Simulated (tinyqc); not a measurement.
Inside a calculation. Method: Hueckel theory of the pi electrons, for the molecule C=CC=C1C=CC=C(F)C=C1 (SMILES; centres numbered as the heavy atoms are written). One step of it, computed by the program tinyqc.

Task: Orbitals. Diagonalise; E = alpha + x beta with beta < 0, so the largest x are filled first; degenerate levels share their electrons. P = sum n_i c_ri c_si; each orbital has its largest coefficient positive (the first on a tie).

Hueckel matrix in units of beta (H = alpha + beta A), order 1C, 2C, 3C, 4C, 5C, 6C, 7C, 8C, 9F, 10C, 11C:
```
[[0.000000, 1.000000, 0.000000, 0.000000, 0.000000, 0.000000, 0.000000, 0.000000, 0.000000, 0.000000, 0.000000],
 [1.000000, 0.000000, 1.000000, 0.000000, 0.000000, 0.000000, 0.000000, 0.000000, 0.000000, 0.000000, 0.000000],
 [0.000000, 1.000000, 0.000000, 1.000000, 0.000000, 0.000000, 0.000000, 0.000000, 0.000000, 0.000000, 0.000000],
 [0.000000, 0.000000, 1.000000, 0.000000, 1.000000, 0.000000, 0.000000, 0.000000, 0.000000, 0.000000, 1.000000],
 [0.000000, 0.000000, 0.000000, 1.000000, 0.000000, 1.000000, 0.000000, 0.000000, 0.000000, 0.000000, 0.000000],
 [0.000000, 0.000000, 0.000000, 0.000000, 1.000000, 0.000000, 1.000000, 0.000000, 0.000000, 0.000000, 0.000000],
 [0.000000, 0.000000, 0.000000, 0.000000, 0.000000, 1.000000, 0.000000, 1.000000, 0.000000, 0.000000, 0.000000],
 [0.000000, 0.000000, 0.000000, 0.000000, 0.000000, 0.000000, 1.000000, 0.000000, 0.700000, 1.000000, 0.000000],
 [0.000000, 0.000000, 0.000000, 0.000000, 0.000000, 0.000000, 0.000000, 0.700000, 2.910000, 0.000000, 0.000000],
 [0.000000, 0.000000, 0.000000, 0.000000, 0.000000, 0.000000, 0.000000, 1.000000, 0.000000, 0.000000, 1.000000],
 [0.000000, 0.000000, 0.000000, 1.000000, 0.000000, 0.000000, 0.000000, 0.000000, 0.000000, 1.000000, 0.000000]]
```

pi electrons, sum of z_r less the charge = 12

Give: x values; occupations; coefficients; charge and bond-order matrix P.

Result:

x values: [3.1156, 2.1092, 1.5632, 1.2346, 1.1080, 0.1360, -0.4690, -0.6291, -1.3700, -1.8310, -2.0574]

occupations: [2.0000, 2.0000, 2.0000, 2.0000, 2.0000, 2.0000, 0.0000, 0.0000, 0.0000, 0.0000, 0.0000]

coefficients, order 1C, 2C, 3C, 4C, 5C, 6C, 7C, 8C, 9F, 10C, 11C:
```
[[0.0009, 0.1020, 0.2876, -0.0945, 0.4311, 0.5678, 0.0496, -0.4195, -0.4420, -0.0055, -0.1256],
 [0.0028, 0.2151, 0.4497, -0.1166, 0.4777, 0.0772, -0.0233, 0.2639, 0.6056, 0.0100, 0.2584],
 [0.0078, 0.3517, 0.4153, -0.0495, 0.0981, -0.5573, -0.0387, 0.2535, -0.3877, -0.0128, -0.4061],
 [0.0214, 0.5267, 0.1995, 0.0555, -0.3689, -0.1530, 0.0414, -0.4234, -0.0745, 0.0135, 0.5770],
 [0.0194, 0.3859, -0.0810, -0.3542, -0.3334, 0.2843, -0.5087, -0.0451, 0.2507, -0.2300, -0.3875],
 [0.0389, 0.2872, -0.3261, -0.4928, -0.0004, 0.1917, 0.1972, 0.4518, -0.2690, 0.4077, 0.2201],
 [0.1018, 0.2199, -0.4288, -0.2542, 0.3329, -0.2582, 0.4162, -0.2391, 0.1179, -0.5164, -0.0655],
 [0.2783, 0.1767, -0.3442, 0.1790, 0.3693, -0.2268, -0.3924, -0.3014, 0.1075, 0.5379, -0.0855],
 [0.9475, -0.1544, 0.1789, -0.0748, -0.1434, 0.0572, 0.0813, 0.0596, -0.0176, -0.0794, 0.0120],
 [0.1020, 0.2608, -0.2345, 0.5275, 0.1767, 0.1873, -0.2891, 0.3870, -0.2529, -0.4129, 0.2329],
 [0.0396, 0.3733, -0.0224, 0.4723, -0.1735, 0.2522, 0.5280, 0.0579, 0.2390, 0.2181, -0.3937]]
```

charge and bond-order matrix P, order 1C, 2C, 3C, 4C, 5C, 6C, 7C, 8C, 9F, 10C, 11C:
```
[[1.2207, 0.8241, -0.2283, -0.2801, 0.1344, 0.1814, -0.1598, -0.1345, 0.0286, 0.1838, 0.1109],
 [0.8241, 0.9924, 0.5440, 0.0171, -0.0987, -0.0254, 0.0470, 0.0440, -0.0110, -0.0235, -0.0963],
 [-0.2283, 0.5440, 1.2378, 0.6292, -0.1427, -0.2331, 0.1784, 0.1502, -0.0298, -0.2361, -0.1174],
 [-0.2801, 0.0171, 0.6292, 0.9606, 0.4947, 0.0611, -0.1299, -0.1226, 0.0294, 0.0564, 0.4893],
 [0.1344, -0.0987, -0.1427, 0.4947, 0.9466, 0.7344, 0.0545, -0.2991, 0.0697, -0.1419, 0.2178],
 [0.1814, -0.0254, -0.2331, 0.0611, 0.7344, 0.9400, 0.5652, 0.0840, -0.0359, -0.1376, -0.1365],
 [-0.1598, 0.0470, 0.1784, -0.1299, 0.0545, 0.5652, 0.9694, 0.7016, -0.1155, 0.0893, -0.2944],
 [-0.1345, 0.0440, 0.1502, -0.1226, -0.2991, 0.0840, 0.7016, 0.8940, 0.1910, 0.5448, 0.0959],
 [0.0286, -0.0110, -0.0298, 0.0294, 0.0697, -0.0359, -0.1155, 0.1910, 1.9662, -0.0792, -0.0402],
 [0.1838, -0.0235, -0.2361, 0.0564, -0.1419, -0.1376, 0.0893, 0.5448, -0.0792, 0.9560, 0.7448],
 [0.1109, -0.0963, -0.1174, 0.4893, 0.2178, -0.1365, -0.2944, 0.0959, -0.0402, 0.7448, 0.9165]]
```
